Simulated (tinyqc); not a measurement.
# p-n diode, drift-diffusion by the Gummel loop with Scharfetter-Gummel fluxes: effects of single changes

Abrupt junction at x = 0, p side from -Lp, n side to Ln, ohmic contacts. psi is counted from the intrinsic level; n = ni exp((psi - phin)/Vt), p = ni exp((phip - psi)/Vt). Contacts: p side psi = V - Vt ln(Na/ni), p = Na, n = ni^2/Na; n side psi = Vt ln(Nd/ni), n = Nd, p = ni^2/Nd. Constant mobilities, D = mu Vt, Boltzmann statistics, SRH recombination through a mid-gap level, U = (n p - ni^2)/(tp (n + ni) + tn (p + ni)). Current is positive from the p contact to the n contact.

Values chosen for this exercise; band and dielectric values close to those of germanium: temperature T = 300 K; band gap Eg = 0.668 eV; relative permittivity eps_r = 15.8; conduction-band density of states at T Nc = 1.04e19 cm^-3; valence-band density of states at T Nv = 6.01e18 cm^-3; acceptor density of the p side Na = 1.3e17 cm^-3; donor density of the n side Nd = 3.6e17 cm^-3; electron mobility mun = 1700 cm^2/(V s); hole mobility mup = 850 cm^2/(V s); SRH lifetime of electrons tn = 2e-9 s; SRH lifetime of holes tp = 1e-9 s; length of the p side Lp = 2.3 um; length of the n side Ln = 5 um; uniform generation rate G = 0 cm^-3 s^-1.

Constants: q = 1.602176634e-19 C, kB = 1.380649e-23 J/K, Vt = kB T/q, eps0 = 8.8541878128e-14 F/cm where lengths are in cm. Results are converted to the units shown.

Each table varies one quantity; the others keep the values above.

## Current against voltage in the dark

ni = sqrt(Nc Nv) exp(-Eg/(2 Vt)), Eg in volts. Poisson and both continuity equations are solved self-consistently with Scharfetter-Gummel fluxes on a graded mesh of 500 nodes. J_scr is q times the integral of U between -xp and xn. Ideal diffusion current J_id = q ni^2 [Dn coth(wp/Le)/(Le Na) + Dp coth(wn/Lh)/(Lh Nd)] (exp(V/Vt) - 1), Le = sqrt(Dn tn), Lh = sqrt(Dp tp), wp = Lp - xp, wn = Ln - xn, with xp and xn from the depletion approximation (W = sqrt(2 eps0 eps_r (Vbi - V)(1/Na + 1/Nd)/q), xp = W Nd/(Na + Nd), xn = W Na/(Na + Nd), Vbi = Vt ln(Na Nd/ni^2)). Ideality factor = 0.004 V/(Vt ln[J(V + 0.004 V)/J(V)]). Here G = 0.

In this table G = 0 cm^-3 s^-1.

Current against voltage in the dark:

| V (V) | J (A/cm^2) | ideality factor | J_scr/J (%) | J_id (A/cm^2) | share recombining at the contacts (%) | larger minority/doping at -xp and xn |
|---|---|---|---|---|---|---|
| 0.12 | 0.0267 | 1.24 | 49.2 | 0.0136 | 32.4 | 3.55e-6 |
| 0.15 | 0.0694 | 1.18 | 37.2 | 0.0436 | 40.0 | 1.13e-5 |
| 0.18 | 0.190 | 1.12 | 26.6 | 0.139 | 46.7 | 3.57e-5 |
| 0.21 | 0.542 | 1.08 | 18.2 | 0.444 | 52.0 | 1.13e-4 |
| 0.24 | 1.61 | 1.05 | 12.0 | 1.42 | 55.9 | 3.55e-4 |
| 0.27 | 4.89 | 1.03 | 7.86 | 4.52 | 58.5 | 0.00112 |
| 0.3 | 15.1 | 1.03 | 5.09 | 14.4 | 60.2 | 0.00348 |
| 0.33 | 46.6 | 1.03 | 3.28 | 46.0 | 61.4 | 0.0106 |
| 0.36 | 141 | 1.07 | 2.09 | 147 | 62.3 | 0.0312 |

J rises from 0.0267 to 141 A/cm^2; the ideality factor goes from 1.24 through a minimum of 1.03 (at V = 0.3 V among the rows listed) to 1.07. Recombination in the depleted layer stays under half of the current. Where the factor is lowest (V = 0.3 V), J is 4.6 % above the ideal diffusion current.

## Effect of the hole mobility at fixed bias

Same model as above.

In this table V = 0.27 V.

Effect of the hole mobility at fixed bias:

| mup (cm^2/(V s)) | J (A/cm^2) | ideality factor | J_scr/J (%) | J_id (A/cm^2) | share recombining at the contacts (%) | larger minority/doping at -xp and xn |
|---|---|---|---|---|---|---|
| 85 | 4.29 | 1.04 | 8.92 | 3.94 | 65.1 | 0.00111 |
| 140 | 4.37 | 1.04 | 8.77 | 4.01 | 63.9 | 0.00111 |
| 230 | 4.48 | 1.04 | 8.58 | 4.11 | 62.6 | 0.00111 |
| 380 | 4.60 | 1.04 | 8.34 | 4.24 | 61.0 | 0.00112 |
| 630 | 4.77 | 1.04 | 8.06 | 4.40 | 59.3 | 0.00112 |
| 1000 | 4.96 | 1.03 | 7.75 | 4.59 | 58.1 | 0.00112 |
| 1700 | 5.26 | 1.03 | 7.31 | 4.89 | 57.5 | 0.00112 |

What does the comparison show?

As mup rises from 85 to 1700, J rises from 4.29 to 5.26 A/cm^2, the share of the depleted layer falls from 8.92 to 7.31 % and the share lost at the contacts falls from 65.1 to 57.5 %. The exponent d ln J/d ln mup is 0.04 between the first two rows and 0.11 between the last two. J less J_scr is 0.30 % below J_id in the last row.

tinyqc, about 0.2 s, one thread, Intel Xeon 2.30GHz (shared host): `OMP_NUM_THREADS=1 python tinyqc.py 2240112 2240113 out.jsonl`
